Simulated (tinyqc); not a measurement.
Pariser-Parr-Pople SCF with singles CI, for the molecule O=C1C=CC(=O)C(O)=C1 (SMILES; centres numbered as the heavy atoms are written), step by step. One step of it, computed by the program tinyqc.

Problem. Iteration 2: Fock matrix. F_rr = H_rr + P_rr gamma_rr / 2 + sum_(s != r) P_ss gamma_rs; F_rs = H_rs - P_rs gamma_rs / 2; E = tr P (H + F) / 2 + core repulsion sum_(r<s) z_r z_s gamma_rs.

P after iteration 1, order 1O, 2C, 3C, 4C, 5C, 6O, 7C, 8O, 9C:
```
[[1.311822, 0.776300, 0.115522, -0.234616, -0.176600, 0.289896, -0.286545, 0.181244, -0.039391],
 [0.776300, 0.774313, 0.349066, 0.064779, -0.031053, -0.079979, 0.133725, -0.105234, 0.429026],
 [0.115522, 0.349066, 0.843679, 0.841944, 0.178011, -0.298255, -0.094684, -0.012589, -0.041638],
 [-0.234616, 0.064779, 0.841944, 1.031543, 0.432754, -0.064730, -0.059413, 0.020711, -0.188334],
 [-0.176600, -0.031053, 0.178011, 0.432754, 0.735035, 0.742152, 0.341514, 0.001316, 0.106086],
 [0.289896, -0.079979, -0.298255, -0.064730, 0.742152, 1.464330, 0.009666, -0.097811, -0.200911],
 [-0.286545, 0.133725, -0.094684, -0.059413, 0.341514, 0.009666, 0.983653, 0.368296, 0.796794],
 [0.181244, -0.105234, -0.012589, 0.020711, 0.001316, -0.097811, 0.368296, 1.848321, -0.301046],
 [-0.039391, 0.429026, -0.041638, -0.188334, 0.106086, -0.200911, 0.796794, -0.301046, 1.007305]]
```

core matrix H (eV), order 1O, 2C, 3C, 4C, 5C, 6O, 7C, 8O, 9C:
```
[[-47.693274, -2.510000, 0.000000, 0.000000, 0.000000, 0.000000, 0.000000, 0.000000, 0.000000],
 [-2.510000, -47.886497, -2.390000, 0.000000, 0.000000, 0.000000, 0.000000, 0.000000, -2.390000],
 [0.000000, -2.390000, -45.871270, -2.390000, 0.000000, 0.000000, 0.000000, 0.000000, 0.000000],
 [0.000000, 0.000000, -2.390000, -46.485389, -2.390000, 0.000000, 0.000000, 0.000000, 0.000000],
 [0.000000, 0.000000, 0.000000, -2.390000, -50.315303, -2.510000, -2.390000, 0.000000, 0.000000],
 [0.000000, 0.000000, 0.000000, 0.000000, -2.510000, -50.611567, 0.000000, 0.000000, 0.000000],
 [0.000000, 0.000000, 0.000000, 0.000000, -2.390000, 0.000000, -52.823674, -2.240000, -2.390000],
 [0.000000, 0.000000, 0.000000, 0.000000, 0.000000, 0.000000, -2.240000, -63.700237, 0.000000],
 [0.000000, -2.390000, 0.000000, 0.000000, 0.000000, 0.000000, -2.390000, 0.000000, -48.914611]]
```

repulsion gamma_rs (eV), order 1O, 2C, 3C, 4C, 5C, 6O, 7C, 8O, 9C:
```
[[15.200000, 5.774607, 4.092828, 3.001119, 2.720364, 2.199209, 3.001403, 2.555666, 4.092411],
 [5.774607, 11.130000, 5.345805, 3.871936, 3.517743, 2.719864, 3.872322, 3.139414, 5.345394],
 [4.092828, 5.345805, 11.130000, 5.343940, 3.872322, 3.000781, 3.517329, 2.833002, 3.872260],
 [3.001119, 3.871936, 5.343940, 11.130000, 5.346751, 4.092411, 3.872498, 3.139649, 3.517436],
 [2.720364, 3.517743, 3.872322, 5.346751, 11.130000, 5.772353, 5.345805, 4.353635, 3.872695],
 [2.199209, 2.719864, 3.000781, 4.092411, 5.772353, 15.200000, 4.091980, 4.016925, 3.001119],
 [3.001403, 3.872322, 3.517329, 3.872498, 5.345805, 4.091980, 11.130000, 6.308233, 5.345872],
 [2.555666, 3.139414, 2.833002, 3.139649, 4.353635, 4.016925, 6.308233, 21.500000, 4.353712],
 [4.092411, 5.345394, 3.872260, 3.517436, 3.872695, 3.001119, 5.345872, 4.353712, 11.130000]]
```

Centres (angstrom, eV; a flat drawing with bonds scaled to 1.40 angstrom):
```
centre          x          y  core charge z          W   gamma_rr
1O       2.939000  -0.411000              1  17.700000  15.200000
2C       1.576000  -0.092000              1  11.160000  11.130000
3C       1.171000   1.248000              1  11.160000  11.130000
4C      -0.193000   1.567000              1  11.160000  11.130000
5C      -1.150000   0.546000              1  11.160000  11.130000
6O      -2.514000   0.865000              1  17.700000  15.200000
7C      -0.745000  -0.794000              1  11.160000  11.130000
8O      -1.703000  -1.815000              2  33.000000  21.500000
9C       0.618000  -1.113000              1  11.160000  11.130000
```

Give: F; pi energy.

Solution.

F (eV), order 1O, 2C, 3C, 4C, 5C, 6O, 7C, 8O, 9C:
```
[[-9.6850, -4.7514, -0.2364, 0.3521, 0.2402, -0.3188, 0.4300, -0.2316, 0.0806],
 [-4.7514, -5.9334, -3.3230, -0.1254, 0.0546, 0.1088, -0.2589, 0.1652, -3.5367],
 [-0.2364, -3.3230, -6.3182, -4.6396, -0.3447, 0.4475, 0.1665, 0.0178, 0.0806],
 [0.3521, -0.1254, -4.6396, -6.2232, -3.5469, 0.1325, 0.1150, -0.0325, 0.3312],
 [0.2402, 0.0546, -0.3447, -3.5469, -5.4910, -4.6520, -3.3028, -0.0029, -0.2054],
 [-0.3188, 0.1088, 0.4475, 0.1325, -4.6520, -9.0229, -0.0198, 0.1965, 0.3015],
 [0.4300, -0.2589, 0.1665, 0.1150, -3.3028, -0.0198, -6.4859, -3.4016, -4.5198],
 [-0.2316, 0.1652, 0.0178, -0.0325, -0.0029, 0.1965, -3.4016, -12.7457, 0.6553],
 [0.0806, -3.5367, 0.0806, 0.3312, -0.2054, 0.3015, -4.5198, 0.6553, -6.3594]]
```

pi energy = -159.2611 eV
